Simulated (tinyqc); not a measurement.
Inside a calculation. Method: Luttinger-Kohn k.p, four valence bands. One step of it, computed by the program tinyqc.

Problem. Levels at k. Diagonalise the Hermitian matrix.

H(k) at k (eV):
```
                      3/2                  1/2                 -1/2                 -3/2
3/2              0.222603  -0.108028+0.045969i  -0.029247+0.048012i             0.000000
1/2   -0.108028-0.045969i             0.249504             0.000000  -0.029247+0.048012i
-1/2  -0.029247-0.048012i             0.000000             0.249504   0.108028-0.045969i
-3/2             0.000000  -0.029247-0.048012i   0.108028+0.045969i             0.222603
```

Give: eigenvalues.

Solution.

eigenvalues (eV): 0.105  0.105  0.367  0.367
